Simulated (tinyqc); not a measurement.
From one set of inputs to another, one input at a time: hydrogen passivation and dissociation of interface defects with a spread of activation energies. Computed by tinyqc, a small Python program. Command: `OMP_NUM_THREADS=1 python tinyqc.py 3028343 3028344 out.jsonl passivation ladder`. One thread of a shared host (Intel(R) Xeon(R) Processor @ 2.30GHz), about 0.02 s of CPU time with the checks.

Active defects P react as P + H2 -> HP + H and HP -> P + H; released atomic hydrogen is removed. All defects start active. Activation energies are normally distributed, independently for the two reactions.

The inputs printed are set A. Inputs not listed in the table keep their values of set A, so the rows need not describe a real material.

Inputs (values chosen for the exercise, for a model interface): defect density N_0 = 5.4e+11 cm^-2; mean passivation energy E_f = 1.65 eV; spread s_f = 0.14 eV; prefactor k_f0 = 2.6e-08 cm^3/s; mean dissociation energy E_d = 2.8 eV; spread s_d = 0.066 eV; prefactor k_d0 = 2.4e+13 1/s; dissolved hydrogen [H2] = 3.8e+16 cm^-3; anneal temperature T = 560 K; anneal time t = 13000 s.

Ambient: hydrogen.

Constants: k_B = 8.617333262e-05 eV/K.

Method. a = k_f0 [H2] exp(-E_f/k_B T), b = k_d0 exp(-E_d/k_B T); the active share of one kind of site is b/(a + b) + (a/(a + b)) exp(-(a + b) t). Full average: z from -5 to 5 in steps of 0.125 with normalised weights exp(-z^2/2), energy = mean + spread x z, over both energies.

Each row keeps all changes above it:
```
input moved                           from       to  active share  active share, single energy  passivation rate a (1/s)
set A                                    -        -        0.8610                       0.9820                 1.398e-06
prefactor k_f0 (cm^3/s)            2.6e-08  3.9e-08        0.8314                       0.9731                 2.097e-06
prefactor k_d0 (1/s)               2.4e+13  3.7e+13        0.8314                       0.9731                 2.097e-06
spread s_d (eV)                      0.066    0.088        0.8314                       0.9731                 2.097e-06
mean dissociation energy E_d (eV)      2.8     2.73        0.8314                       0.9731                 2.097e-06
anneal time t (s)                    13000     6500        0.8796                       0.9865                 2.097e-06
dissolved hydrogen [H2] (cm^-3)    3.8e+16  8.5e+16        0.8225                       0.9700                 4.690e-06
mean passivation energy E_f (eV)      1.65     1.61        0.7477                       0.9326                 1.074e-05
```

Where does the difference come from?

Active share goes from 0.861 to 0.748, a factor 0.868 in all. The largest single move comes from mean passivation energy E_f (a factor 0.909), and anneal time t works against it (a factor 1.06). Active share, single energy goes from 0.982 to 0.933, a factor 0.950 in all. The largest single move comes from mean passivation energy E_f (a factor 0.961), and anneal time t works against it (a factor 1.014). Passivation rate a goes from 1.40e-6 to 1.07e-5, a factor 7.69 in all. The largest single move comes from mean passivation energy E_f (a factor 2.29). The single moves hold for this order of the switches; the total does not depend on the order.

Extremes, crossings and ranges named in words are read from the listed rows.
